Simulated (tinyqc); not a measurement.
# Conversion gain and read noise from the photon-transfer curve

Question. Temporal variance = CG x mean output + vn^2 (dark signal removed), CG = q As/Cf. Find CG, vn, the read noise in electrons and Cf.

Inputs (values chosen for the exercise):

| symbol | value | unit | meaning |
|---|---|---|---|
| As | 0.83 |  | source-follower gain |

Constants: q = 1.602176634e-19 C. Results are converted to the units shown.

temporal variance at mean outputs of 58 and 350 mV (mV^2): 4.301832398  25.87425068

Answer. Poisson statistics make the slope equal to CG; the intercept is vn^2.

CG = 73.88 uV/electron
vn = 130.0 uV
read noise = 1.760 electrons
Cf = 1.800 fF

Numbers from tinyqc (`OMP_NUM_THREADS=1 python tinyqc.py 2630102 2630103 out.jsonl`; about 0.01 s on one thread of a shared Intel Xeon 2.30GHz).
